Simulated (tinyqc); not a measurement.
LDA (PW92) atom on a uniform radial grid, spin-unpolarised, for B(2+), step by step. Computed by tinyqc, a small Python program that keeps every step. Settings: Z = 5, points = 192, R = 9.9, functional = lda,pw, mixing = 1.0, iteration cap = 88. Command: `OMP_NUM_THREADS=1 python tinyqc.py 28646 28647 out.jsonl` (the two numbers bound the seeds that draw the settings). One thread of a shared host (Intel(R) Xeon(R) Processor @ 2.60GHz), about 0.1 s of CPU time with the checks. Later iterations appear only in the table of the cycle.

## Iteration 1

Spherical atom on a uniform radial grid r_j = j h with h = R/(N + 1), h sum u^2 = 1 and integrals as h times sums, u(0) = u(R) = 0 (atomic units):

| parameter | value |
|---|---|
| Z | 5 |
| points N | 192 |
| R | 9.900000 |
| h | 0.051295 |
| mixing | 1.000000 |
| electrons in 1s | 2 |
| electrons in 2s | 1 |

Three-point differences turn -u''/2 + [l(l+1)/2r^2 - Z/r + V] u = e u into a tridiagonal matrix (diagonal 1/h^2 + potential, off-diagonal -1/2h^2). D = sum f u^2; the Hartree potential y/r solves y'' = -D/r with y(0) = 0, y(R) = N_e; v_xc comes from rho = D/(4 pi r^2); E = sum f e - int D V + int D (V_H/2 + eps_xc); V(new) = V + mixing (V_H + v_xc - V).

eigenvalues (hartree): 1s -12.300932, 2s -3.112257

Every 12th grid point:

| r | V in | u(1s) | u(2s) | D | V_H | v_xc |
|---|---|---|---|---|---|---|
| 0.615544 | 0.000000 | 0.644803 | -0.554311 | 1.138802 | 4.144711 | -0.678740 |
| 1.231088 | 0.000000 | 0.061384 | -0.931815 | 0.875816 | 2.359748 | -0.407462 |
| 1.846632 | 0.000000 | 0.004383 | -0.525246 | 0.275922 | 1.617698 | -0.224174 |
| 2.462176 | 0.000000 | 0.000278 | -0.215309 | 0.046358 | 1.217906 | -0.110613 |
| 3.077720 | 0.000000 | 0.000017 | -0.075348 | 0.005677 | 0.974711 | -0.051663 |
| 3.693264 | 0.000000 | 9.45e-07 | -0.023972 | 0.000575 | 0.812287 | -0.023109 |
| 4.308808 | 0.000000 | 5.25e-08 | -0.007156 | 0.000051 | 0.696248 | -0.009948 |
| 4.924352 | 0.000000 | 2.86e-09 | -0.002040 | 4.16e-06 | 0.609217 | -0.004143 |
| 5.539896 | 0.000000 | 1.53e-10 | -0.000562 | 3.16e-07 | 0.541526 | -0.001679 |
| 6.155440 | 0.000000 | 0 | -0.000151 | 2.27e-08 | 0.487374 | -0.000667 |
| 6.770984 | 0.000000 | 0 | -0.000040 | 1.56e-09 | 0.443067 | -0.000260 |
| 7.386528 | 0.000000 | 0 | -0.000010 | 1.04e-10 | 0.406145 | -0.000101 |
| 8.002073 | 0.000000 | 0 | -2.59e-06 | 0 | 0.374903 | -0.000038 |
| 8.617617 | 0.000000 | 0 | -6.48e-07 | 0 | 0.348124 | 0.000000 |
| 9.233161 | 0.000000 | 0 | -1.54e-07 | 0 | 0.324916 | 0.000000 |
| 9.848705 | 0.000000 | 0 | -8.28e-09 | 0 | 0.304609 | 0.000000 |

total energy = -22.30098511 hartree

## Iteration 2

As before.

eigenvalues (hartree): 1s -7.040709, 2s -1.045855

Every 12th grid point:

| r | V in | u(1s) | u(2s) | D | V_H | v_xc |
|---|---|---|---|---|---|---|
| 0.615544 | 3.465971 | 0.757270 | -0.233130 | 1.201267 | 3.878598 | -0.690152 |
| 1.231088 | 1.952286 | 0.120526 | -0.785279 | 0.645715 | 2.240070 | -0.371138 |
| 1.846632 | 1.393524 | 0.015556 | -0.723890 | 0.524501 | 1.583348 | -0.272183 |
| 2.462176 | 1.107293 | 0.001842 | -0.489073 | 0.239199 | 1.210226 | -0.180647 |
| 3.077720 | 0.923048 | 0.000208 | -0.286448 | 0.082053 | 0.973173 | -0.114805 |
| 3.693264 | 0.789178 | 0.000023 | -0.154940 | 0.024006 | 0.811994 | -0.071344 |
| 4.308808 | 0.686300 | 2.48e-06 | -0.079753 | 0.006361 | 0.696194 | -0.043661 |
| 4.924352 | 0.605074 | 2.66e-07 | -0.039695 | 0.001576 | 0.609207 | -0.026379 |
| 5.539896 | 0.539847 | 2.82e-08 | -0.019282 | 0.000372 | 0.541525 | -0.015754 |
| 6.155440 | 0.486707 | 2.97e-09 | -0.009193 | 0.000085 | 0.487373 | -0.009309 |
| 6.770984 | 0.442807 | 3.11e-10 | -0.004318 | 0.000019 | 0.443067 | -0.005448 |
| 7.386528 | 0.406044 | 3.24e-11 | -0.002002 | 4.01e-06 | 0.406145 | -0.003159 |
| 8.002073 | 0.374864 | 0 | -0.000914 | 8.36e-07 | 0.374903 | -0.001813 |
| 8.617617 | 0.348124 | 0 | -0.000404 | 1.64e-07 | 0.348124 | -0.001019 |
| 9.233161 | 0.324916 | 0 | -0.000156 | 2.44e-08 | 0.324916 | -0.000523 |
| 9.848705 | 0.304609 | 0 | -0.000011 | 1.13e-10 | 0.304609 | -0.000086 |

total energy = -22.71268944 hartree

## Convergence

Stop when input and output potentials agree to 1e-7.

Course of the cycle (hartree):

| iteration | E | e(1s) | e(2s) | largest \|V(out) - V(in)\| |
|---|---|---|---|---|
| 1 | -22.30098511 | -12.300932 | -3.112257 | 7.20e+00 |
| 2 | -22.71268944 | -7.040709 | -1.045855 | 1.01e+00 |
| 3 | -22.71986964 | -7.582350 | -1.153707 | 1.46e-01 |
| 4 | -22.72002787 | -7.510472 | -1.143356 | 2.17e-02 |
| 5 | -22.72003136 | -7.521075 | -1.144867 | 3.22e-03 |
| 6 | -22.72003144 | -7.519505 | -1.144645 | 4.79e-04 |
| 7 | -22.72003144 | -7.519738 | -1.144678 | 7.11e-05 |
| 8 | -22.72003144 | -7.519703 | -1.144673 | 1.06e-05 |
| 9 | -22.72003144 | -7.519709 | -1.144673 | 1.57e-06 |
| 10 | -22.72003144 | -7.519708 | -1.144673 | 2.33e-07 |
| 11 | -22.72003144 | -7.519708 | -1.144673 | 3.46e-08 |

Converged in 11 iterations. A uniform grid resolves the cusp poorly: for a bare nucleus this grid gives 1s at -12.30093 against -Z^2/2 = -12.5 hartree. Before convergence this energy mixes input and output and is not variational, so it may rise towards its limit.
